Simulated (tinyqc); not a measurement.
MOS inversion layer, Poisson-Schroedinger loop: effect of the sheet density of electrons.

Electrons confined at an insulator interface at z = 0, treated as a hard wall; parabolic valleys, Hartree approximation, no image or exchange terms. The depletion charge lies far deeper than the electrons and gives a uniform field q Nd/(eps0 eps_r); the gate balances all charge. Energies are counted from the band edge at the interface.

Schroedinger equation -(C/mz) psi'' + (V0 + U + dE for set B) psi = E psi, C = hbar^2/(2 m0), psi(0) = 0, on a uniform mesh of 800 nodes with a far wall at 28 nm, 8 levels a set; V0 = q Nd z/(eps0 eps_r); dU/dz = q (Ns - integral of n from 0 to z)/(eps0 eps_r), U(0) = 0; N_k = g md m0 q Vt/(pi hbar^2) ln(1 + exp((EF - E_k)/Vt)), g the number of valleys of the set, sum N_k = Ns. Triangular well: E_k = a_k (C F^2/mz)^(1/3), a_1 = 2.338107, a_2 = 4.087949, C = hbar^2/(2 m0), F in eV/nm. Fang-Howard (all electrons in the lowest level of set A): b^3 = 6 (mz1/C) q (Nd + 11 Ns/32)/(eps0 eps_r), centroid 3/b, level C b^2/(4 mz1) + (3/b) q (Nd + 11 Ns/16)/(eps0 eps_r). The centroid adds 3.9 z_av/eps_r to an oxide-equivalent thickness.

Inputs (values chosen for the exercise); masses and permittivity close to those of germanium (111): temperature T = 300 K; relative permittivity eps_r = 15.9; mass along z of valley set A (1 valley(s)) mz1 = 1.56 m0; in-plane density-of-states mass of set A md1 = 0.083 m0; mass along z of valley set B (3 valley(s)) mz2 = 0.0915 m0; in-plane density-of-states mass of set B md2 = 0.342 m0; sheet density of depletion charge Nd = 2.7e12 cm^-2; extra shift of set B (strain) dE = 0 eV.

Constants: q = 1.602176634e-19 C, kB = 1.380649e-23 J/K, hbar = 1.054571817e-34 J s, m0 = 9.1093837015e-31 kg, Vt = kB T/q, eps0 = 8.8541878128e-14 F/cm where lengths are in cm, hbar^2/(2 m0) = 0.0380998212 eV nm^2. Results are converted to the units shown.

Effect of the sheet density of electrons:

| Ns (cm^-2) | A1 (meV) | B1 (meV) | EF (meV) | share of A1 (%) | share of set A (%) | centroid z_av (nm) | added oxide equivalent (nm) | Fang-Howard centroid (nm) |
|---|---|---|---|---|---|---|---|---|
| 1e11 | 67.9 | 173 | 3.32 | 71.0 | 84.4 | 1.97 | 0.484 | 1.52 |
| 2.1e11 | 69.3 | 175 | 24.9 | 70.6 | 84.3 | 1.97 | 0.483 | 1.52 |
| 4.5e11 | 72.4 | 180 | 49.9 | 69.8 | 83.9 | 1.97 | 0.482 | 1.50 |
| 9.7e11 | 78.9 | 190 | 81.1 | 68.1 | 83.2 | 1.96 | 0.480 | 1.47 |
| 2.1e12 | 92.5 | 212 | 125 | 64.6 | 81.6 | 1.95 | 0.477 | 1.41 |
| 4.4e12 | 118 | 254 | 191 | 58.8 | 78.8 | 1.92 | 0.472 | 1.32 |
| 9.4e12 | 167 | 341 | 305 | 50.9 | 74.3 | 1.86 | 0.457 | 1.18 |
| 2e13 | 254 | 508 | 501 | 42.9 | 68.0 | 1.74 | 0.427 | 1.00 |

As Ns goes from 1e11 to 2e13, A1 rises from 67.9 to 254 meV, the share of A1 falls from 71.0 to 42.9 % and the centroid falls from 1.97 to 1.74 nm. A1 goes as Ns^(0.56) between the last two rows (a triangular well in the field of that charge alone gives 2/3). EF lies more than 2 meV above A1 for Ns = 9.7e11, 2.1e12, 4.4e12, 9.4e12, 2e13. The Fang-Howard centroid is 23 % below the full one in the first row, where A1 holds 71.0 %, and 42 % below it in the last, where A1 holds 42.9 %.

Program tinyqc, `OMP_NUM_THREADS=1 python tinyqc.py 2160007 2160008 out.jsonl`; Intel Xeon 2.30GHz, shared host, one thread, about 0.6 s.
